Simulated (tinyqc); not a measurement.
Permittivity of the insulator from five potentials.

Inverse problem. A node lies on a semiconductor-insulator interface. Steps: hs = tb/2 down into the semiconductor, ho = tox/1 up into the insulator, hy = L/5 sideways. The flux balance of its box reads eox (hy/ho)(above - node) + eps_r (hy/hs)(below - node) + [(eps_r hs + eox ho)/(2 hy)](left + right - 2 node) - q Na (hs/2) hy/eps0 = 0. Find eox.

Parameters, values chosen for the exercise; semiconductor permittivity close to that of gallium nitride: relative permittivity of the semiconductor eps_r = 9.5; half the body thickness tb = 6 nm; insulator thickness tox = 2.8 nm; channel length L = 44 nm; acceptor density of the depleted body Na = 0 cm^-3.

Constants: q = 1.602176634e-19 C, eps0 = 8.8541878128e-14 F/cm where lengths are in cm. Results are converted to the units shown.

psi (V): node 0.055003115, above -0.03, below 0.10235487, left 0.47, right -0.0044415205

Solution. The balance is linear in eox.

eox = 9.00

Computed by the program tinyqc: `OMP_NUM_THREADS=1 python tinyqc.py 2480073 2480074 out.jsonl`, one thread of a shared Intel Xeon 2.30GHz, about 0.09 s for the whole run.
